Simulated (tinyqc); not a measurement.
Inside a calculation. Method: lattice vibrations of a chain. One step of it, computed by the program tinyqc.

Question. Dynamical matrix at q = 0.41. q is in units of 2 pi/a. A spring k from atom i to atom j, n cells on, adds k to Phi_ii and Phi_jj, -k exp(2 pi i q n) to Phi_ij and the conjugate to Phi_ji (for one atom a cell: 2k (1 - cos 2 pi q n)); D_ij = Phi_ij / sqrt(m_i m_j).

A chain moving along its axis:
```
atom                mass (u)  spring to the next atom (eV/angstrom^2)
1                  85.600000                                29.200000
2                  57.400000                                18.200000
second neighbours          -                                 1.500000
```

Give: D(q).

Answer.

D(q) (eV/(angstrom^2 u)):
```
               1              2
1          0.618  -0.197+0.139i
2  -0.197-0.139i          0.922
```
